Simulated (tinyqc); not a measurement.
# Worked calculation: resistance of a source-drain extension with a graded tip

tinyqc, about 0.03 s, one thread, Intel Xeon 2.30GHz (shared host): `OMP_NUM_THREADS=1 python tinyqc.py 2282056 2282057 out.jsonl` Printed values are rounded.

y runs along the channel, the gate covers y > 0. The doping is N0 for y < y0 and N0 10^(-(y - y0)/la) beyond, uniform over the depth xj. Sheet conductance s(y) = q mu(N) max(N - Nch, 0) xj + (for y > 0) ma Cox Vo, with mu(N) = u0 + (u1 - u0)/(1 + (N/Nr)^au) and Cox = eps0 eox/tox. Current is taken as one-dimensional; depletion of the tip, spreading and the contact are left out. The metallurgical junction lies at yj, where N = Nch.

Values chosen for this exercise; mobility law close to that of electrons in silicon:
- eox = 3.9 (relative permittivity of the gate insulator (close to silicon dioxide))
- tox = 1.1 nm (insulator thickness)
- N0 = 1.3e20 cm^-3 (active doping of the extension far from the gate)
- la = 3.1 nm/decade (lateral abruptness)
- y0 = 4.3 nm (position under the gate where the fall begins (gate edge at 0))
- xj = 30 nm (depth of the extension)
- Nch = 3.6e17 cm^-3 (channel doping)
- Vo = 0.71 V (gate overdrive)
- ma = 220 cm^2/(V s) (mobility of the gate-induced layer)
- u1 = 1414 cm^2/(V s) (mobility at low doping)
- u0 = 68.5 cm^2/(V s) (mobility at high doping)
- Nr = 9.2e16 cm^-3 (reference doping)
- au = 0.711 (exponent)
- Lg = 45 nm (gate length)

Constants: q = 1.602176634e-19 C, eps0 = 8.8541878128e-14 F/cm where lengths are in cm. Results are converted to the units shown.

## Sheet resistances and junction position

yj = y0 + la log10(N0/Nch); sheet resistance of the full extension 1/[q mu(N0)(N0 - Nch) xj] and of the gate-induced layer 1/(ma Cox Vo); metallurgical length Lg - 2 yj; ye is where the doped and the gate-induced conductances are equal.

yj = 12.22869 nm
sheet resistance of the extension = 210.6009 ohm/square
sheet resistance of the induced layer = 2039.381 ohm/square
metallurgical length = 20.54263 nm
ye = 7.898585 nm
N at ye = 8.976551e18 cm^-3

The gate takes over 4.33 nm before the junction, where N is still 24.9 times the channel doping.

## Resistance of the overlapped part

Midpoint rule on 11 equal steps from 0 to yj: R_ov = sum h/s(y), per width.

```
point	y (nm)	N (cm^-3)	doped conductance (uS)	sheet resistance (ohm/square)
0	0.5558494	1.3e20	4748.317	190.8884
1	1.667548	1.3e20	4748.317	190.8884
2	2.779247	1.3e20	4748.317	190.8884
3	3.890946	1.3e20	4748.317	190.8884
4	5.002645	7.714074e19	2938.901	291.6093
5	6.114343	3.378091e19	1419.992	523.4678
6	7.226042	1.479309e19	720.5894	825.8086
7	8.337741	6.478080e18	384.6888	1142.813
8	9.449440	2.836833e18	210.2344	1427.390
9	10.56114	1.242285e18	106.5315	1675.389
10	11.67284	5.440123e17	32.28217	1913.410
```

R_ov = 9.5200 ohm um

The exact integral is 9.5267 ohm um; the coarse sum is 0.071 % below it.
